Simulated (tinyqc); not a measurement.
Resistance of a source-drain extension with a graded tip: effect of the depth of the extension.

y runs along the channel, the gate covers y > 0. The doping is N0 for y < y0 and N0 10^(-(y - y0)/la) beyond, uniform over the depth xj. Sheet conductance s(y) = q mu(N) max(N - Nch, 0) xj + (for y > 0) ma Cox Vo, with mu(N) = u0 + (u1 - u0)/(1 + (N/Nr)^au) and Cox = eps0 eox/tox. Current is taken as one-dimensional; depletion of the tip, spreading and the contact are left out. The metallurgical junction lies at yj, where N = Nch.

R_spacer = integral of dy/s from -Ls to 0, R_ov from 0 to yj, R_channel = (Lg - 2 yj)/(ma Cox Vo), R_total = 2 R_spacer + 2 R_ov + R_channel. Electrical length L_eff = ma Cox dR_total/d(1/Vo); R_series = R_total - L_eff/(ma Cox Vo).

Values chosen for this exercise; mobility law close to that of electrons in silicon:
```
symbol,value,unit,meaning
eox,3.9,,relative permittivity of the gate insulator (close to silicon dioxide)
tox,3.7,nm,insulator thickness
N0,5.8e19,cm^-3,active doping of the extension far from the gate
la,5.3,nm/decade,lateral abruptness
y0,2.7,nm,position under the gate where the fall begins (gate edge at 0)
Nch,2.3e18,cm^-3,channel doping
Ls,14,nm,spacer length
Vo,0.44,V,gate overdrive
ma,130,cm^2/(V s),mobility of the gate-induced layer
u1,1414,cm^2/(V s),mobility at low doping
u0,68.5,cm^2/(V s),mobility at high doping
Nr,9.2e16,cm^-3,reference doping
au,0.711,,exponent
Lg,40,nm,gate length
```

Constants: q = 1.602176634e-19 C, eps0 = 8.8541878128e-14 F/cm where lengths are in cm. Results are converted to the units shown.

The same in every row: yj (nm) = 10.13; R_channel (ohm um) = 369.8.

Effect of the depth of the extension:

| xj (nm) | R_spacer (ohm um) | R_ov (ohm um) | R_total (ohm um) | L_eff (nm) | R_series (ohm um) |
|---|---|---|---|---|---|
| 4 | 47.76 | 75.61 | 616.6 | 24.24 | 162.4 |
| 5.6 | 34.12 | 64.75 | 567.6 | 23.34 | 130.3 |
| 7.7 | 24.81 | 55.29 | 530.0 | 22.62 | 106.3 |
| 11 | 17.37 | 45.75 | 496.1 | 21.95 | 84.96 |
| 15 | 12.74 | 38.41 | 472.1 | 21.47 | 69.94 |
| 21 | 9.098 | 31.45 | 450.9 | 21.05 | 56.54 |
| 29 | 6.588 | 25.71 | 434.4 | 20.74 | 45.96 |
| 40 | 4.776 | 20.86 | 421.1 | 20.49 | 37.22 |

Read the table: what changes, and by how much?

As xj goes from 4 to 40, R_total falls from 617 to 421 ohm um, L_eff falls from 24.2 to 20.5 nm and R_series falls from 162 to 37.2 ohm um.

Numbers from tinyqc (`OMP_NUM_THREADS=1 python tinyqc.py 2282028 2282029 out.jsonl`; about 0.07 s on one thread of a shared Intel Xeon 2.30GHz).
